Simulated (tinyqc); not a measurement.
# Changing the voltage V

Model: leakage currents through a thin dielectric. Computed by tinyqc, a small Python program. Command: `OMP_NUM_THREADS=1 python tinyqc.py 3004467 3004468 out.jsonl leak sweep`. One thread of a shared host (Intel(R) Xeon(R) Processor @ 2.30GHz), about 0.1 s of CPU time with the checks.

Electrons leave an electrode with Fermi energy E_F above its band bottom; barriers are counted from the Fermi level, and both electrodes are alike.

Inputs (values chosen for the exercise, modelled on a low-k dielectric):
```
quantity                           value  unit
barrier height phi_B                2.63    eV
tunnelling mass m                   0.44   m_0
static permittivity k               2.75     -
optical permittivity k_o            2.08     -
trap depth phi_t                     1.2    eV
Poole-Frenkel prefactor sigma_0  3.1e-05  S/cm
thickness t                          1.8    nm
electrode Fermi energy E_F          0.15    eV
electrode mass m_e                     1   m_0
temperature T                        358     K
```

Stack: single layer.

Constants: m_0 = 9.1093837015e-31 kg; e = 1.602176634e-19 C; hbar = 1.054571817e-34 J s; k_B = 8.617333262e-05 eV/K; k_B = 1.380649e-23 J/K; eps_0 = 8.8541878128e-12 F/m; h = 6.62607015e-34 J s.

Method:
- Field F = V/t; equivalent oxide thickness 3.9 t/k.
- WKB: a layer of mass m, field F and barrier b(x) = b_0 - e F x gives the exponent (4 sqrt(2 m)/(3 hbar e F)) [b_0^(3/2) - max(b_0 - e F t, 0)^(3/2)] for b_0 > 0; b_0 = barrier - (E - E_F); the transmission is D(E) = exp(-sum of exponents), without image force.
- Tsu-Esaki: J = (e m_e k_B T/(2 pi^2 hbar^3)) int D(E) ln[(1 + exp((E_F - E)/k_B T))/(1 + exp((E_F - eV - E)/k_B T))] dE over the normal energy E (its change with the mass at an interface is neglected) from max(0, E_F - 3 eV) to E_F + largest barrier, by 100 Gauss-Legendre points in each part, split at E_F - 0.3 eV (if inside the range) and E_F + 8 k_B T.
- The mean energy weights E - E_F by the integrand.
- Schottky emission J = A T^2 exp(-(phi_B - sqrt(e^3 F/(4 pi k_o eps_0)))/k_B T), A = 4 pi e m k_B^2/h^3 with the tunnelling mass; Poole-Frenkel J = sigma_0 F exp(-(phi_t - sqrt(e^3 F/(pi k_o eps_0)))/k_B T); both use the field F of the dielectric.

One run for each value:
```
voltage V (V)  tunnel current density (A/cm^2)  Poole-Frenkel current density (A/cm^2)  transmission D(E_F)
0.028                                  0.12377                              5.1511e-14           2.5498e-09
0.041                                  0.17521                              3.0997e-13           2.6133e-09
0.058                                  0.23667                              2.0490e-12           2.6990e-09
0.084                                  0.31796                              2.1277e-11           2.8359e-09
0.120                                  0.40616                              2.9566e-10           3.0379e-09
0.170                                  0.49091                              5.9257e-09           3.3443e-09
0.250                                  0.58854                              2.9605e-07           3.9053e-09
0.360                                  0.72984                              2.3758e-05           4.8471e-09
0.510                                  0.98069                              3.3122e-03           6.5439e-09
```

What does the table show?

Over the rows, tunnel current density (A/cm^2) rises from 0.124 to 0.981 (exponent d ln y / d ln x 0.91 between the first rows and 0.85 between the last); Poole-Frenkel current density (A/cm^2) rises from 5.15e-14 to 0.00331 (exponent d ln y / d ln x 4.7 between the first rows and 14 between the last); transmission D(E_F) rises from 2.55e-9 to 6.54e-9 (exponent d ln y / d ln x 0.065 between the first rows and 0.86 between the last).
